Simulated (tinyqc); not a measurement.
Worked calculation: lattice vibrations of a chain. One step of it, computed by the program tinyqc.

Problem. Frequencies. omega^2 are the eigenvalues; wavenumber = 521.4708 sqrt(eigenvalue) 1/cm.

D(q) (eV/(angstrom^2 u)):
$$\begin{pmatrix}
0.817020 & -0.595841+0.033339i \\
-0.595841-0.033339i & 0.440071
\end{pmatrix}$$

Give: eigenvalues; wavenumbers; weights |e|^2 of the mass-weighted modes.

Solution.

eigenvalues: [0.003, 1.254]

wavenumbers (1/cm): [27.2, 584.0]

weights |e|^2 of the mass-weighted modes, order atom 1, atom 2:
$$\begin{pmatrix}
0.349 & 0.651 \\
0.651 & 0.349
\end{pmatrix}$$
